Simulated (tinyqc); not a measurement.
RHF in the 6-311g basis, for H2, spin multiplicity 1, step by step (part 2 of 2). Computed by tinyqc, a small Python program that keeps every step (integrals from PySCF). Command: `OMP_NUM_THREADS=1 python tinyqc.py 26436 26437 out.jsonl` (the two numbers bound the seeds that draw the settings). One thread of a shared host (Intel(R) Xeon(R) Processor @ 2.60GHz), about 0.04 s of CPU time with the checks.

Geometry (angstrom):
```
atom         x         y         z
H     0.000000  0.000000  0.000000
H     0.000000  0.000000  0.878000
```

## Iteration 3: diagonalisation and new density

extrapolated F (hartree), order 1H 1s, 1H 2s, 1H 3s, 2H 1s, 2H 2s, 2H 3s:
$$\begin{pmatrix}
0.643607 & -0.392295 & -0.440363 & -0.433812 & -0.453121 & -0.404425 \\
-0.392295 & -0.324176 & -0.371234 & -0.453121 & -0.455329 & -0.391948 \\
-0.440363 & -0.371234 & -0.259952 & -0.404425 & -0.391948 & -0.281688 \\
-0.433812 & -0.453121 & -0.404425 & 0.643607 & -0.392295 & -0.440363 \\
-0.453121 & -0.455329 & -0.391948 & -0.392295 & -0.324176 & -0.371234 \\
-0.404425 & -0.391948 & -0.281688 & -0.440363 & -0.371234 & -0.259952
\end{pmatrix}$$

X, order 1H 1s, 1H 2s, 1H 3s, 2H 1s, 2H 2s, 2H 3s:
$$\begin{pmatrix}
1.375884 & -0.754684 & 0.215665 & 0.031326 & -0.010531 & -0.037900 \\
-0.754684 & 2.279811 & -1.095377 & -0.010531 & -0.490959 & 0.322323 \\
0.215665 & -1.095377 & 2.531952 & -0.037900 & 0.322323 & -1.354033 \\
0.031326 & -0.010531 & -0.037900 & 1.375884 & -0.754684 & 0.215665 \\
-0.010531 & -0.490959 & 0.322323 & -0.754684 & 2.279811 & -1.095377 \\
-0.037900 & 0.322323 & -1.354033 & 0.215665 & -1.095377 & 2.531952
\end{pmatrix}$$

Diagonalise F' = X^T F X, C = X C', fill 1 alpha and 1 beta electrons from the bottom; D = 2 C_occ C_occ^T. Each column has its largest component positive (the first on a tie).

F' = X^T F X (hartree):
$$\begin{pmatrix}
1.707680 & -1.176074 & 0.010336 & -0.160099 & -0.191799 & -0.131922 \\
-1.176074 & 0.944185 & -0.381390 & -0.191799 & -0.213628 & -0.031570 \\
0.010336 & -0.381390 & 0.188030 & -0.131922 & -0.031570 & -0.130291 \\
-0.160099 & -0.191799 & -0.131922 & 1.707680 & -1.176074 & 0.010336 \\
-0.191799 & -0.213628 & -0.031570 & -1.176074 & 0.944185 & -0.381390 \\
-0.131922 & -0.031570 & -0.130291 & 0.010336 & -0.381390 & 0.188030
\end{pmatrix}$$

orbital energies (hartree): MO1 -0.556901, MO2 0.146042, MO3 0.317091, MO4 0.594257, MO5 2.575686, MO6 2.603614

coefficients C, order 1H 1s, 1H 2s, 1H 3s, 2H 1s, 2H 2s, 2H 3s:
$$\begin{pmatrix}
0.173587 & 0.093081 & -0.046296 & -0.095414 & -1.125354 & -1.093242 \\
0.304315 & 0.027255 & -0.771376 & -1.495614 & 1.226357 & 1.697881 \\
0.147183 & 1.838958 & 0.869606 & 1.995266 & -0.480080 & -1.106651 \\
0.173587 & -0.093081 & -0.046296 & 0.095414 & -1.125354 & 1.093242 \\
0.304315 & -0.027255 & -0.771376 & 1.495614 & 1.226357 & -1.697881 \\
0.147183 & -1.838958 & 0.869606 & -1.995266 & -0.480080 & 1.106651
\end{pmatrix}$$

D after iteration 3, order 1H 1s, 1H 2s, 1H 3s, 2H 1s, 2H 2s, 2H 3s:
$$\begin{pmatrix}
0.060265 & 0.105650 & 0.051098 & 0.060265 & 0.105650 & 0.051098 \\
0.105650 & 0.185215 & 0.089580 & 0.105650 & 0.185215 & 0.089580 \\
0.051098 & 0.089580 & 0.043325 & 0.051098 & 0.089580 & 0.043325 \\
0.060265 & 0.105650 & 0.051098 & 0.060265 & 0.105650 & 0.051098 \\
0.105650 & 0.185215 & 0.089580 & 0.105650 & 0.185215 & 0.089580 \\
0.051098 & 0.089580 & 0.043325 & 0.051098 & 0.089580 & 0.043325
\end{pmatrix}$$

## Iteration 6 (converged): orbitals

converged F (hartree), order 1H 1s, 1H 2s, 1H 3s, 2H 1s, 2H 2s, 2H 3s:
$$\begin{pmatrix}
0.643653 & -0.392385 & -0.440545 & -0.433827 & -0.453218 & -0.404601 \\
-0.392385 & -0.324342 & -0.371444 & -0.453218 & -0.455501 & -0.392158 \\
-0.440545 & -0.371444 & -0.260127 & -0.404601 & -0.392158 & -0.281865 \\
-0.433827 & -0.453218 & -0.404601 & 0.643653 & -0.392385 & -0.440545 \\
-0.453218 & -0.455501 & -0.392158 & -0.392385 & -0.324342 & -0.371444 \\
-0.404601 & -0.392158 & -0.281865 & -0.440545 & -0.371444 & -0.260127
\end{pmatrix}$$

As before.

F' = X^T F X (hartree):
$$\begin{pmatrix}
1.707823 & -1.176111 & 0.010222 & -0.160052 & -0.191807 & -0.132013 \\
-1.176111 & 0.944191 & -0.381470 & -0.191807 & -0.213660 & -0.031642 \\
0.010222 & -0.381470 & 0.188030 & -0.132013 & -0.031642 & -0.130314 \\
-0.160052 & -0.191807 & -0.132013 & 1.707823 & -1.176111 & 0.010222 \\
-0.191807 & -0.213660 & -0.031642 & -1.176111 & 0.944191 & -0.381470 \\
-0.132013 & -0.031642 & -0.130314 & 0.010222 & -0.381470 & 0.188030
\end{pmatrix}$$

orbital energies (hartree): MO1 -0.557128, MO2 0.146051, MO3 0.317315, MO4 0.594307, MO5 2.575832, MO6 2.603712

coefficients C, order 1H 1s, 1H 2s, 1H 3s, 2H 1s, 2H 2s, 2H 3s:
$$\begin{pmatrix}
0.173574 & 0.093089 & -0.046263 & -0.095398 & -1.125357 & -1.093243 \\
0.304228 & 0.027276 & -0.771473 & -1.495634 & 1.226318 & 1.697862 \\
0.147286 & 1.838924 & 0.869611 & 1.995315 & -0.480038 & -1.106617 \\
0.173574 & -0.093089 & -0.046263 & 0.095398 & -1.125357 & 1.093243 \\
0.304228 & -0.027276 & -0.771473 & 1.495634 & 1.226318 & -1.697862 \\
0.147286 & -1.838924 & 0.869611 & -1.995315 & -0.480038 & 1.106617
\end{pmatrix}$$

D after iteration 6, order 1H 1s, 1H 2s, 1H 3s, 2H 1s, 2H 2s, 2H 3s:
$$\begin{pmatrix}
0.060256 & 0.105612 & 0.051130 & 0.060256 & 0.105612 & 0.051130 \\
0.105612 & 0.185109 & 0.089617 & 0.105612 & 0.185109 & 0.089617 \\
0.051130 & 0.089617 & 0.043386 & 0.051130 & 0.089617 & 0.043386 \\
0.060256 & 0.105612 & 0.051130 & 0.060256 & 0.105612 & 0.051130 \\
0.105612 & 0.185109 & 0.089617 & 0.105612 & 0.185109 & 0.089617 \\
0.051130 & 0.089617 & 0.043386 & 0.051130 & 0.089617 & 0.043386
\end{pmatrix}$$

## Convergence

Stop when the energy changes by less than 1e-10 hartree and every element of the error matrix X^T (F D S - S D F) X is below 3e-06.

Course of the cycle:
```
iteration  E (hartree)     change  largest element of the error matrix
1          -1.07567610          -                             1.06e-01
2          -1.11468498  -3.90e-02                             1.90e-02
3          -1.11656206  -1.88e-03                             2.35e-03
4          -1.11657884  -1.68e-05                             5.82e-05
5          -1.11657886  -2.04e-08                             2.76e-07
6          -1.11657886  -3.88e-13                             8.11e-11
```

PySCF RHF in the same basis = -1.11657886 hartree

Converged in 6 iterations.

## Populations, bond orders and dipole

overlap S, order 1H 1s, 1H 2s, 1H 3s, 2H 1s, 2H 2s, 2H 3s:
$$\begin{pmatrix}
1.000000 & 0.706377 & 0.373664 & 0.164332 & 0.346419 & 0.287783 \\
0.706377 & 1.000000 & 0.788963 & 0.346419 & 0.638586 & 0.636312 \\
0.373664 & 0.788963 & 1.000000 & 0.287783 & 0.636312 & 0.868128 \\
0.164332 & 0.346419 & 0.287783 & 1.000000 & 0.706377 & 0.373664 \\
0.346419 & 0.638586 & 0.636312 & 0.706377 & 1.000000 & 0.788963 \\
0.287783 & 0.636312 & 0.868128 & 0.373664 & 0.788963 & 1.000000
\end{pmatrix}$$

Mulliken: Z minus the diagonal of D S on the atom; Loewdin: the same with S^(1/2) D S^(1/2); Mayer order: 2 sum_s sum (D(s) S)_ij (D(s) S)_ji over the two atoms.

Charges (e):
```
atom  Mulliken  Loewdin
1H    0.000000        0
2H           0        0
```

Mayer bond orders:
```
pair     order
2-1   1.000000
```

dipole moment about the origin, x y z (debye): [0.000000, 0.000000, 0.000000]
